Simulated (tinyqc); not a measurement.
Worked calculation: empirical pseudopotential in a few plane waves. Computed by tinyqc, a small Python program that keeps every step. Settings: plane-wave index or count = 15. Command: `OMP_NUM_THREADS=1 python tinyqc.py 20792 20793 out.jsonl` (the two numbers bound the seeds that draw the settings). One thread of a shared host (Intel(R) Xeon(R) Processor @ 2.60GHz), about 0.3 s of CPU time with the checks.

## Bloch Hamiltonian at k

Parameters chosen for this model: fcc lattice, atoms at +/- a/8 (1,1,1); form factors in rydberg at |G|^2 in units of (2 pi/a)^2:
```
parameter                 value      unit
a                      5.780000  angstrom
VS(3)                 -0.204000        Ry
VS(8)                 -0.008000        Ry
VS(11)                 0.074000        Ry
VA(3)                         0        Ry
VA(4)                         0        Ry
VA(11)                        0        Ry
hbar^2/2m (2 pi/a)^2   4.502223        eV
```

k point k (2 pi / a): 0.56000  0.42000  0.04000

Basis: the 15 shortest G (labels in 2 pi/a), the same at every k. H(G,G') = c |k + G|^2 delta + VS(|G-G'|^2) cos((G-G').tau) + i VA sin((G-G').tau), tau = a/8 (1,1,1); 1 Ry = 13.605693 eV.

H(k) at k (eV):
```
          +0+0+0    -1-1-1    -1-1+1    -1+1-1    -1+1+1    +1-1-1    +1-1+1    +1+1-1
+0+0+0   2.21329   1.96262  -1.96262  -1.96262  -1.96262  -1.96262  -1.96262  -1.96262
-1-1-1   1.96262   6.53543   0.00000   0.00000   0.10885   0.00000   0.10885   0.10885
-1-1+1  -1.96262   0.00000   7.25578  -0.10885   0.00000  -0.10885   0.00000   0.00000
-1+1-1  -1.96262   0.00000  -0.10885  14.09916   0.00000  -0.10885   0.00000   0.00000
-1+1+1  -1.96262   0.10885   0.00000   0.00000  14.81952   0.00000  -0.10885  -0.10885
+1-1-1  -1.96262   0.00000  -0.10885  -0.10885   0.00000  16.62041   0.00000   0.00000
+1-1+1  -1.96262   0.10885   0.00000   0.00000  -0.10885   0.00000  17.34076  -0.10885
+1+1-1  -1.96262   0.10885   0.00000   0.00000  -0.10885   0.00000  -0.10885  24.18414
+1+1+1   1.96262   0.00000   0.10885   0.10885   0.00000   0.10885   0.00000   0.00000
-2+0+0   0.00000  -1.96262  -1.96262  -1.96262   1.96262   0.71193  -0.71193  -0.71193
+0-2+0   0.00000  -1.96262  -1.96262   0.71193  -0.71193  -1.96262   1.96262  -0.71193
+0+0-2   0.00000  -1.96262   0.71193  -1.96262  -0.71193  -1.96262  -0.71193   1.96262
+0+0+2   0.00000  -0.71193   1.96262  -0.71193  -1.96262  -0.71193  -1.96262   0.71193
+0+2+0   0.00000  -0.71193  -0.71193   1.96262  -1.96262  -0.71193   0.71193  -1.96262
+2+0+0   0.00000  -0.71193  -0.71193  -0.71193   0.71193   1.96262  -1.96262  -1.96262

          +1+1+1    -2+0+0    +0-2+0    +0+0-2    +0+0+2    +0+2+0    +2+0+0
+0+0+0   1.96262   0.00000   0.00000   0.00000   0.00000   0.00000   0.00000
-1-1-1   0.00000  -1.96262  -1.96262  -1.96262  -0.71193  -0.71193  -0.71193
-1-1+1   0.10885  -1.96262  -1.96262   0.71193   1.96262  -0.71193  -0.71193
-1+1-1   0.10885  -1.96262   0.71193  -1.96262  -0.71193   1.96262  -0.71193
-1+1+1   0.00000   1.96262  -0.71193  -0.71193  -1.96262  -1.96262   0.71193
+1-1-1   0.10885   0.71193  -1.96262  -1.96262  -0.71193  -0.71193   1.96262
+1-1+1   0.00000  -0.71193   1.96262  -0.71193  -1.96262   0.71193  -1.96262
+1+1-1   0.00000  -0.71193  -0.71193   1.96262   0.71193  -1.96262  -1.96262
+1+1+1  24.90450  -0.71193  -0.71193  -0.71193  -1.96262  -1.96262  -1.96262
-2+0+0  -0.71193  10.13720  -0.10885  -0.10885   0.10885   0.10885   0.00000
+0-2+0  -0.71193  -0.10885  12.65845  -0.10885   0.10885   0.00000   0.10885
+0+0-2  -0.71193  -0.10885  -0.10885  19.50183   0.00000   0.10885   0.10885
+0+0+2  -1.96262   0.10885   0.10885   0.00000  20.94254  -0.10885  -0.10885
+0+2+0  -1.96262   0.10885   0.00000   0.10885  -0.10885  27.78592  -0.10885
+2+0+0  -1.96262   0.00000   0.10885   0.10885  -0.10885  -0.10885  30.30716
```

## Levels at k

Diagonalise the Hermitian matrix.

eigenvalues (eV): -0.22185  4.21298  7.15643  8.85734  12.94384  13.92269  14.95482  16.23163  17.75225  20.49124  21.92043  22.87399  26.44112  29.65017  32.11902

## Bands along a path

The same steps at evenly spaced points between the labelled ones.

Bands along the path (eV), lowest eight:
```
k           band 1    band 2    band 3    band 4    band 5    band 6    band 7    band 8
L          0.19437   3.10604   9.24601   9.24601  10.65082  14.58596  14.58596  16.11329
L-G 0.33  -0.79957   4.63829   9.31461   9.31461  10.89532  14.52695  14.52695  16.54804
L-G 0.67  -1.70531   7.29924   9.72178   9.72178  11.58725  14.08245  14.16118  14.16118
G         -2.02643  10.02962  10.02962  10.02962  10.51924  13.61551  13.61551  13.61551
G-X 0.33  -1.59564   7.20256   9.20556   9.20556  12.03115  13.08699  15.08265  15.08265
G-X 0.67  -0.32536   4.43673   8.27220   8.27220  10.93429  11.97761  17.89554  17.89554
X          1.70901   2.03957   8.06841   8.06841  10.69933  11.01005  21.25237  21.25237
```

With 4 band(s) filled, the highest filled level on these points lies at G and the lowest empty one at G: a gap of 0.4896 eV, direct. This holds for the small fixed basis; with all plane waves up to |k + G|^2 = 21 (2 pi/a)^2 the gap along the path is 0.83 eV.

## Convergence with the number of plane waves

Levels at G counted from the fourth one.

Levels (eV):
```
plane waves    level 1  level 5  level 8
9            -15.64194        0        0
15           -12.05604  0.48962  3.58590
27           -11.46502  1.09798  3.52022
51           -11.41745  1.31210  3.73710
59           -11.44799  1.33661  3.60353
65           -11.46420  1.33661  3.57405
89           -11.44332  1.33453  3.58817
```
